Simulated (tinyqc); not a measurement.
MOSFET with velocity saturation and source resistance: course of the iteration: saturation current with source resistance.

Strong inversion, charge Q = Cox (Vg - m V) at channel potential V with Vg the gate overdrive, and drift velocity v = mu E/(1 + mu E/vsat). Integrating along the channel gives I = mu Cox (1/L)(Vg Vd - m Vd^2/2)/(1 + Vd/Vc) per width, Vc = vsat L/mu, which peaks at Vdsat. Units: I in uA/um, Rs in ohm um, so the drop over Rs is 1e-6 I Rs volts.

Vg = Vgs - I Rs - VT (0 if negative), mu = mu0/(1 + th Vg), Vc = vsat L/mu, x = sqrt(1 + 2 Vg/(m Vc)), Vdsat = 2 Vg/(m (1 + x)), Isat = Cox vsat Vg (x - 1)/(x + 1) per width. I(new) = Isat.

Stop when I changes by less than 1e-6 uA/um, or after 25 iterations.

Parameters, values chosen for the exercise:
- Cox = 1.1 uF/cm^2 (gate capacitance)
- mu0 = 450 cm^2/(V s) (mobility at low gate voltage)
- th = 0.2 1/V (mobility degradation)
- vsat = 9.3e6 cm/s (saturation velocity)
- m = 1.28 (body factor)
- VT = 0.28 V (threshold)
- L = 0.25 um (channel length)
- Rs = 1500 ohm um (source resistance)
- Vgs = 1.8 V (gate voltage)

I at the start = 0 uA/um

Course of the iteration:
```
iteration  I (uA/um)  |change| (uA/um)
1            560.497               560
2            175.510               385
3            431.190               256
4            255.743               175
5            374.216               118
6            293.167              81.0
7            348.186              55.0
8            310.622              37.6
9            336.174              25.6
...              ...               ...
17           326.281              1.19
18           325.472             0.809
19           326.023             0.551
20           325.648             0.375
21           325.903             0.256
22           325.729             0.174
23           325.848             0.119
24           325.767            0.0809
25           325.822            0.0551
```

Did this iteration meet its convergence test, and what does its course show?

No. Not converged within 25 iterations. The value swings about the solution and each change is still 0.68 times the one before. At the solution, 325.8 uA/um, gm Rs is 0.681 with gm the intrinsic transconductance, so each step removes only part of the error. A rerun with the update damped to 0.5 converges in 12 iterations.

tinyqc, about 0.01 s, one thread, Intel Xeon 2.30GHz (shared host): `OMP_NUM_THREADS=1 python tinyqc.py 2500067 2500068 out.jsonl`
